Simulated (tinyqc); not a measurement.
Inside a calculation. Method: plane-wave Kohn-Sham cycle with exchange-only LDA in a layered model solid. One step of it, computed by the program tinyqc.

Question. Iteration 2: potential. V_H(G) = 4 pi rho(G)/G^2 for G != 0 (uniform background); v_x = -(3 rho/pi)^(1/3); V = V_ext + V_H + v_x; Fourier components f(G_m) = (1/N) sum_j f(x_j) exp(-i G_m x_j).

A solid whose potential varies along x alone (atomic units):
```
parameter,value
period a,8.100000
cross-section of the cell,28.000000
electrons per cell,2
grid points,16
"plane waves -n..n, n",3
k points,2
V1 in V1 cos(2 pi x/a),-0.540000
```

density after iteration 1 (e/bohr^3): 0.01254285  0.01172369  0.00992239  0.00834419  0.00758074  0.00746136  0.00759891  0.00774414  0.00779981  0.00774414  0.00759891  0.00746136  0.00758074  0.00834419  0.00992239  0.01172369

Give: Potentials on the grid; V(G_m), m = 0, 1, 2, ....

Answer.

Potentials on the grid (hartree):
```
x,V_ext,V_H,v_x,V
0.0000,-0.5400,0.0496,-0.2288,-0.7192
0.5062,-0.4989,0.0438,-0.2237,-0.6788
1.0125,-0.3818,0.0290,-0.2116,-0.5645
1.5188,-0.2066,0.0105,-0.1997,-0.3959
2.0250,0,-0.0067,-0.1934,-0.2001
2.5312,0.2066,-0.0201,-0.1924,-0.0058
3.0375,0.3818,-0.0291,-0.1936,0.1591
3.5438,0.4989,-0.0343,-0.1948,0.2698
4.0500,0.5400,-0.0359,-0.1953,0.3088
4.5563,0.4989,-0.0343,-0.1948,0.2698
5.0625,0.3818,-0.0291,-0.1936,0.1591
5.5687,0.2066,-0.0201,-0.1924,-0.0058
6.0750,0,-0.0067,-0.1934,-0.2001
6.5812,-0.2066,0.0105,-0.1997,-0.3959
7.0875,-0.3818,0.0290,-0.2116,-0.5645
7.5938,-0.4989,0.0438,-0.2237,-0.6788
```

V(G_m), m = 0, 1, 2, ... (hartree): -0.2027  -0.2564  -0.0013  -0.0006  0.0000  0.0000  0.0000
